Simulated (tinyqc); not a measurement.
Worked calculation: Berg model of reactive sputtering of a nitride or oxide: poisoning, hysteresis and pumping speed. Computed by tinyqc, a small Python program that keeps every step. Command: `OMP_NUM_THREADS=1 python tinyqc.py 3031413 3031414 out.jsonl berg walk`. One thread of a shared host (Intel(R) Xeon(R) Processor @ 2.30GHz), about 0.07 s of CPU time with the checks. Intermediate numbers are printed to about 6 digits and carried at full precision; extremes and crossings named in words are read from the listed rows.

A diatomic gas reacts with bare metal on the target and on the collecting surfaces; ions remove metal and compound from the target. theta_t and theta_c are the compound fractions.

Inputs (values chosen for the exercise, close to those used for aluminium oxide): ion current density J = 17 mA/cm^2; target area A_t = 54 cm^2; collecting area A_c = 3400 cm^2; metal yield Y_m = 1; compound yield Y_c = 0.03; sticking coefficient alpha = 0.77; reactive atoms per metal atom z = 1.5; gas mass M = 32 u; pumping speed S = 45 l/s; gas temperature T = 300 K; reactive partial pressure P = 0.0027 Pa.

Constants: e = 1.602176634e-19 C; u = 1.6605390666e-27 kg; k_B = 1.380649e-23 J/K.

## Steady state at the pressure P

Ion flux j = J/e; gas flux F = P/sqrt(2 pi M k_B T). Target: (2/z) alpha F (1 - theta_t) = j Y_c theta_t. Sputtered flows F_c = j Y_c theta_t A_t, F_m = j Y_m (1 - theta_t) A_t. Collector: (2/z) alpha F (1 - theta_c) A_c + F_c (1 - theta_c) = F_m theta_c. Gas use Q = alpha F [(1 - theta_t) A_t + (1 - theta_c) A_c] + P S/(k_B T); 1 sccm = 4.4780e17 molecules/s. Rate R = F_m + F_c, given relative to j Y_m A_t.

ion flux j = 1.06106e+17 1/(cm^2 s)

gas flux F = 7.26059e+15 1/(cm^2 s)

theta_t = 0.700756

theta_c = 0.936916

gas use (sccm): target 0.20174, collector 2.67779, pump 0.06551

total flow Q = 2.94504 sccm

rate relative to clean metal = 0.320267

The target is partly covered. The film is 93.7 % compound. Caution: here dQ/dP is negative, a branch that flow control cannot hold.

## Critical pumping speed

P is a single-valued function of the flow Q only if dQ/dP > 0 everywhere: S must exceed k_B T times the steepest fall of the surface terms with P.

pressure of the steepest fall = 0.00165443 Pa

critical pumping speed = 1364.24 l/s

S is 0.03 times the critical value: the flow curve is S-shaped and flow control shows hysteresis.

## The hysteresis loop

Turning points solve dQ/dP = 0; a jump keeps Q fixed; the width of the loop is the difference of the two turning flows.

Corners of the loop:
```
point                             P (Pa)  Q (sccm)   theta_t   theta_c  relative rate
edge of the metallic branch  8.73296e-04   4.02689  0.430986  0.717279       0.581944
landing, poisoned            1.51207e-01   4.02689  0.992433  0.999969       0.037340
edge of the poisoned branch  1.98045e-02   1.27914  0.944985  0.998309       0.083365
landing, metallic            9.32237e-05   1.27914  0.074806  0.143469       0.927438
```

width of the loop = 2.74775 sccm

Raising the flow past 4.03 sccm drops the rate from 0.582 to 0.037; the metallic mode returns only below 1.28 sccm. The best film reachable on the metallic branch is 72 % compound, so the region between needs pressure feedback. The pressure P of the inputs lies between the turning points, where dQ/dP is negative and flow control cannot hold it.

## Flow curve at three pumping speeds

The formulas are those given above.

Pressure as the free variable:
```
P (Pa)     theta_t   theta_c  relative rate  Q at S_c/4 (sccm)  Q at S_c (sccm)  Q at 2 S_c (sccm)
0.000083  0.067153  0.128862       0.934861            1.17133           1.2171             1.2782
0.000170  0.128498  0.244709       0.875357            2.08689           2.1807             2.3057
0.000330  0.222525  0.413128       0.784151            3.16949           3.3515             3.5943
0.000580  0.334683  0.590713       0.675357            3.93507           4.2550             4.6816
0.000990  0.461973  0.752491       0.551886            4.16734           4.7135             5.4416
0.001700  0.595868  0.873987       0.422008            3.85205           4.7899             6.0403
0.002600  0.692783  0.933032       0.328001            3.41494           4.8492             6.7616
0.004100  0.780509  0.968463       0.242906            3.01144           5.2732             8.2889
0.006600  0.851285  0.986464       0.174253            2.86320           6.5041            11.3586
0.013000  0.918534  0.996194       0.109022            3.43272          10.6042            20.1661
```

At S_c/4 the flow falls with pressure in 4 of the intervals: as the target poisons, less metal arrives to getter the gas. At 2 S_c it rises throughout. Coverages and rate depend on P alone, not on S. The collector converts before the target (theta_c = 0.75 at theta_t = 0.46), since the metal is spread over a larger area and no ions clean it. The rate tends to Y_c/Y_m = 0.030.

Checks made by the program: gas taken up by surfaces against gas bound in the growing film (relative difference below 1e-10).
